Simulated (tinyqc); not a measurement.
# Surface Green function of a chain with one s and one p orbital a site, Sancho-Rubio decimation: effect of the broadening

A semi-infinite lead of cells 0, 1, 2, ... with H0 inside a cell and H1 = <cell i|H|cell i + 1>. H1 = [[-vss, vsp], [-vsp, vpp]]. z = E + i eta.

Start with e_s = e = H0, a = H1, b = H1^dagger. Each round: g = (z - e)^(-1); e_s <- e_s + a g b; e <- e + a g b + b g a; a <- a g a; b <- b g b (all with the old a, b). Round k joins cells 2^k apart. Stop when the largest entry of the matrices a and b is below 1e-12 eV; g_s = (z - e_s)^(-1), bulk (z - e)^(-1), density of states -Im Tr/pi. The last column counts the steps of the plain recursion g <- (z - H0 - H1 g H1^dagger)^(-1), one cell a step from g = (z - H0)^(-1), until no entry changes by more than 1e-8 1/eV.

Values chosen for this exercise: energy E = 1.69 eV.

H0 (eV):
```
       s     p
s  -0.89     0
p      0  0.37
```

H1 (eV):
```
      s     p
s    -1   0.4
p  -0.4  1.01
```

Results:
```
eta (eV)  rounds  surface density of states (1/eV)  plain steps
0.3            8                            0.2555           44
0.1            9                            0.2718          132
0.04          10                            0.2774          331
0.02          11                            0.2794          663
0.004         14                            0.2810         3319
```

Estimate the missing row, eta = 0.01 eV.

Computed row:
```
eta (eV)  rounds  surface density of states (1/eV)  plain steps
0.01          12                            0.2804         1327
```

With this row back in the table: The rounds go from 8 to 14 and the plain steps from 44 to 3319. Inside a band the plain recursion needs a number of steps that grows as 1/eta, the decimation only as log2(1/eta). The density of states tends to 0.2814 1/eV as eta goes to zero; the first row is 9.2 % below that and the last 0.15 % below it.

tinyqc, about 0.06 s, one thread, Intel Xeon 2.30GHz (shared host): `OMP_NUM_THREADS=1 python tinyqc.py 2680007 2680008 out.jsonl`
